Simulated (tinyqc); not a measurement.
FinFET, parasitic resistance, capacitance and delay: two steps of the calculation.

Nf fins under one contact; each has gated perimeter p = 2 Hf + Wf and cross-section A = Hf Wf; contact width Wc = Nf pf, stack height Hs = Hf. Contact length Lc = CPP - Lg - 2 Lsp, shared by two neighbouring gates. Source and drain sides are equal. The formulas are first-order estimates, not field solutions.

Values chosen for this exercise; values close to those of silicon logic devices:

| symbol | value | unit | meaning |
|---|---|---|---|
| T | 300 | K | temperature |
| Nf | 3 |  | number of fins |
| Hf | 55 | nm | fin height |
| Wf | 6 | nm | fin width |
| pf | 30 | nm | fin pitch |
| Lg | 14 | nm | gate length |
| Lsp | 4 | nm | spacer length |
| ks | 7 |  | relative permittivity of the spacer |
| Hc | 25 | nm | gate height above the channel stack |
| Lov | 0.5 | nm | gate overlap |
| Cinv | 2.8 | uF/cm^2 | inversion capacitance |
| vx | 1.4e7 | cm/s | injection velocity |
| mu | 290 | cm^2/(V s) | apparent mobility |
| VT | 0.29 | V | threshold at zero drain voltage |
| dl | 0.077 | V/V | barrier lowering |
| n | 1.15 |  | subthreshold factor |
| Cw | 0.26 | fF | wire load |
| Vdd | 0.6 | V | supply voltage |

Constants: q = 1.602176634e-19 C, kB = 1.380649e-23 J/K, eps0 = 8.8541878128e-12 F/m, Vt = kB T/q. Results are converted to the units shown.

Task 1. Capacitances. With N fins: gate Cg = Cinv p N Lg; per side, plate Cp = ks eps0 [Wc (Hs + Hc) - N A]/Lsp, top fringe Cf = (2/pi) ks eps0 Wc ln(1 + Lg/(2 Lsp)), overlap Co = Cinv p N Lov. Cs = Cp + Cf + Co. An inverter of two such devices driving an equal one has the load CL = 2 (Cg + 2 Cs) + 4 Cs + Cw (its own drains counted twice for the Miller effect).

Find: Cg; Cp; Cf; Co; CL.

Result 1.

Cg = 136.4 aF
Cp = 96.22 aF
Cf = 3.592 aF
Co = 4.872 aF
CL = 1370 aF

The channel capacitance gives 19.9 % of CL, the parasitic parts 61.1 % and the wire 19.0 %.

Task 2. Fin currents at Vgs = Vdd, Vds = Vdd/2. One fin: I = p Q vx u/(1 + |u|^1.8)^(1/1.8), Q = Cinv n Vt ln(1 + exp((Vg' - VT + dl Vd')/(n Vt))), u = Vd' mu/(vx Lg), Vg' = Vgs - v, Vd' = Vds - 2 v, with the drop on each side v = Rc (sum of I) + Rx I. I(new) = I + 0.5 (I(out) - I).

I after iteration 1 (uA): fin 1 73.001296, fin 2 73.001296, fin 3 73.001296
Rc = 393.46864 ohm
Rx = 70.303030 ohm

Wanted: drop v; I(out); I after iteration 2.

Result 2.

drop v (mV): fin 1 91.30, fin 2 91.30, fin 3 91.30
I(out) (uA): fin 1 86.94, fin 2 86.94, fin 3 86.94
I after iteration 2 (uA): fin 1 79.97, fin 2 79.97, fin 3 79.97

Numbers from tinyqc (`OMP_NUM_THREADS=1 python tinyqc.py 2170172 2170173 out.jsonl`; about 0.04 s on one thread of a shared Intel Xeon 2.30GHz).
